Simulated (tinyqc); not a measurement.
Inside a calculation. Method: plane-wave Kohn-Sham cycle with exchange-only LDA in a layered model solid. One step of it, computed by the program tinyqc.

Task: Iteration 2: Hamiltonian at one k. H(m,m') = (k + G_m)^2/2 delta + V(G_m - G_m'), with V(-G) = V(G).

A solid whose potential varies along x alone (atomic units):
```
parameter                      value
period a                    8.000000
cross-section of the cell  20.000000
electrons per cell                 2
grid points                       16
plane waves -n..n, n               2
k points                           1
V1 in V1 cos(2 pi x/a)     -0.620000
V2 in V2 cos(4 pi x/a)      0.010000
```

V(G_m), m = 0, 1, 2, ... (hartree): [-0.221043, -0.243274, 0.006043, 0.000456, 0.000384]

k = 0.000000 2 pi / a

Give: H.

Result:

H (hartree), order -2, -1, +0, +1, +2:
$$\begin{pmatrix}
1.0127 & -0.2433 & 0.0060 & 0.0005 & 0.0004 \\
-0.2433 & 0.0874 & -0.2433 & 0.0060 & 0.0005 \\
0.0060 & -0.2433 & -0.2210 & -0.2433 & 0.0060 \\
0.0005 & 0.0060 & -0.2433 & 0.0874 & -0.2433 \\
0.0004 & 0.0005 & 0.0060 & -0.2433 & 1.0127
\end{pmatrix}$$
